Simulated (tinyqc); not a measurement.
# Worked calculation: free and trapped electrons in a MOS channel with a dense trap tail

Program tinyqc, `OMP_NUM_THREADS=1 python tinyqc.py 2222124 2222125 out.jsonl`; Intel Xeon 2.30GHz, shared host, one thread, about 0.02 s. Printed values are rounded.

p-type body, charge-sheet picture, full ionisation (an idealisation for deep acceptors), Boltzmann statistics for free electrons. e = Ec - EF at the surface. Acceptor-like traps of density D(E) = D0 + De exp(-E/Ew) at depth E below Ec, from 0 to Eu, hold n_t = integral of D(E)/(1 + exp((e - E)/Vt)). psi = Eg - Vt ln(Nv/Na) - e; N_dep = sqrt(2 eps0 eps_r Na (psi - Vt)/q); n_f = sqrt(N_dep^2 + 2 eps0 eps_r Vt Nc exp(-e/Vt)/q) - N_dep; Vg = Vfb + psi + q (N_dep + n_t + n_f)/Cox, Cox = eps0 eox/tox.

Inputs (values chosen for the exercise); band and dielectric values close to those of 4H silicon carbide:
```
symbol    value         unit                                             meaning
T           300            K                                         temperature
Eg         3.28           eV                                            band gap
eps_r       9.6                                            relative permittivity
Nc      1.72e19        cm^-3              conduction-band density of states at T
Nv       2.5e19        cm^-3                 valence-band density of states at T
eox         3.9                           relative permittivity of the insulator
tox          45           nm                                 insulator thickness
Na       7.6e15        cm^-3                                    acceptor density
Vfb       -2.56            V            flat-band voltage without trapped charge
D0       1.7e11  cm^-2 eV^-1  constant background density of acceptor-like traps
De       1.3e13  cm^-2 eV^-1          density of the tail at the conduction edge
Ew         0.12           eV                            decay energy of the tail
Eu         0.95           eV        depth below Ec down to which the traps reach
mf           88   cm^2/(V s)                          mobility of free electrons
e         0.147           eV                              Ec - EF at the surface
```

Constants: q = 1.602176634e-19 C, kB = 1.380649e-23 J/K, Vt = kB T/q, eps0 = 8.8541878128e-14 F/cm where lengths are in cm. Results are converted to the units shown.

## Trapped charge

Trapezoid rule on 15 equal steps from 0 to Eu, f = 1/(1 + exp((e - E)/Vt)).

```
point     E (eV)  D(E) f (cm^-2 eV^-1)
0              0            4.45270e10
1      0.0633333            2.96465e11
2       0.126667            1.46882e12
3           0.19            2.38650e12
4       0.253333            1.71627e12
5       0.316667            1.09718e12
6           0.38            7.17783e11
7       0.443333            4.93191e11
8       0.506667            3.60658e11
9           0.57            2.82472e11
10      0.633333            2.36349e11
11      0.696667            2.09140e11
12          0.76            1.93089e11
13      0.823333            1.83621e11
14      0.886667            1.78035e11
15          0.95            1.74740e11
```

n_t = 6.28850e11 cm^-2

With 1600 steps n_t = 6.297e11 cm^-2; the coarse value is 0.13 % below it.

## Charges and gate voltage

psi, N_dep, n_f and Vg as defined, with the n_t given; free share n_f/(n_f + n_t); apparent mobility mf n_f/(n_f + n_t); gate voltage spent on traps q n_t/Cox.

psi = 2.92364 V
N_dep = 4.83403e11 cm^-2
n_f = 1.62809e10 cm^-2
Vg = 2.71990 V
free share = 2.52366 %
apparent mobility = 2.22082 cm^2/(V s)
gate voltage spent on traps = 1.31297 V
